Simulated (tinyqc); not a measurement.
# Worked calculation: junctionless gate-all-around wire, depletion approximation

Computed by the program tinyqc: `OMP_NUM_THREADS=1 python tinyqc.py 2460031 2460032 out.jsonl`, one thread of a shared Intel Xeon 2.30GHz, about 0.01 s for the whole run. Printed values are rounded.

A uniformly doped n-type wire of radius R under a surrounding gate; long channel. Below flat band a shell from radius rc to R is fully depleted and the neutral core, at channel potential V (0 at the source, Vd at the drain), carries the current with constant mobility; s = (rc/R)^2 is the share of the cross-section that conducts. The edge of the depleted shell is taken as abrupt, so there is no subthreshold current.

Parameters, values chosen for the exercise; material values close to those of silicon:
- eps_r = 11.8 (relative permittivity of the semiconductor)
- eox = 3.9 (relative permittivity of the gate insulator)
- tox = 1.6 nm (insulator thickness)
- R = 15 nm (wire radius)
- Nd = 1.1e18 cm^-3 (donor density)
- Vfb = 1.03 V (flat-band voltage)
- mu = 31 cm^2/(V s) (effective mobility in the wire)
- L = 0.5 um (gate length)
- Vg = 0.93 V (gate voltage)
- Vd = 0.05 V (drain voltage)

Constants: q = 1.602176634e-19 C, eps0 = 8.8541878128e-14 F/cm where lengths are in cm. Results are converted to the units shown.

## Voltages that deplete the wire

Cox = eps0 eox/(R ln(1 + tox/R)); A = q Nd R^2/(4 eps0 eps_r); B = q Nd R/(2 Cox); VT = Vfb - A - B.

Cox = 2.27137 uF/cm^2
A = 0.0948844 V
B = 0.0581938 V
VT = 0.876922 V

Of the 0.153 V needed, 38.0 % drops over the insulator. The device is normally off.

## Iteration 1: conducting share at the source by Newton steps

s at the start = 0.5

With V = 0: f = A (1 - s + s ln s) + B (1 - s) - (Vfb - Vg); f' = A ln s - B; s(new) = s - f/f'.

f = -0.0563453 V
f' = -0.123963 V
s after iteration 1 = 0.0454653

## Iteration 2: conducting share at the source by Newton steps

As before.

f = 0.0327849 V
f' = -0.351463 V
s after iteration 2 = 0.138746

## Course of the iteration: conducting share at the source by Newton steps

Stop when s changes by less than 1e-11, or after 30 iterations. s must stay positive.

Course of the iteration:
```
iteration          s  |change|
1          0.0454653     0.455
2           0.138746    0.0933
3           0.162513    0.0238
4           0.163307   7.93e-4
5           0.163307   7.97e-7
6           0.163307  8.02e-13
```

Converged in 6 iterations. At the end the number of correct digits about doubles with each step.

## Core radius, conductance and current

s0 = 0.163307
sL = 0.00464418

s solves Vfb - Vg + V = A (1 - s + s ln s) + B (1 - s), and s = 0 where the left side exceeds A + B. I = (q mu Nd pi R^2/L)[g(s0) - g(sL)], g = A (s^2/4 - (s^2/2) ln s) + B s^2/2, with s0 at V = 0 and sL at V = Vd. rc = R sqrt(s0); the small-signal conductance at Vd = 0 is q mu Nd pi R^2 s0/L.

rc at the source = 6.06170 nm
conductance = 0.126134 uS
I = 0.00285374 uA
